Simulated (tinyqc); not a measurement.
Cluster expansion of a binary alloy: correlations, fit, cross-validation and ground states: one step, computed by the program tinyqc.

s = +1 for A and -1 for B. Energy per site E = J0 + J1 P(point) + sum over clusters of m V P, with P the mean product of spins; V > 0 on a pair favours unlike neighbours. Clusters per site m: pair 1 6, pair 2 3, pair 3 12, triplet 8; the triplet is the triangle of first neighbours. Formation energies are counted from the line between pure A and pure B, which removes J0 and J1.

Question. The random alloy and its short-range order. Random alloy: P(pair) = p^2, P(triplet) = p^3, p = 1 - 2x, so H_mix = (p^2 - 1) sum m V(pairs) + (p^3 - p) m Vt; G_mix = H_mix + k_B T [x ln x + (1 - x) ln(1 - x)]. To first order in 1/T the Warren-Cowley parameter of shell 1 is alpha_1 = -(1 - p^2) V_eff/(k_B T), V_eff = V1 + (number of triplets on a first-neighbour bond) p Vt, that number being 4.

Inputs (values chosen for the exercise, for a model alloy):
```
quantity                    value  unit
first-pair interaction V1    12.8   meV
second-pair interaction V2    4.5   meV
third-pair interaction V3     1.4   meV
triplet interaction Vt       -2.7   meV
temperature T                1100     K
fraction x of B              0.29     -
```

Lattice: fcc.

Constants: k_B = 8.617333262e-05 eV/K.

Give: mixing enthalpy H_mix; mixing free energy G_mix; alpha_1.

Answer.

mixing enthalpy H_mix = -80.74 meV/site

mixing free energy G_mix = -137.8 meV/site

alpha_1 = -0.07180

alpha_1 < 0: unlike neighbours are preferred.
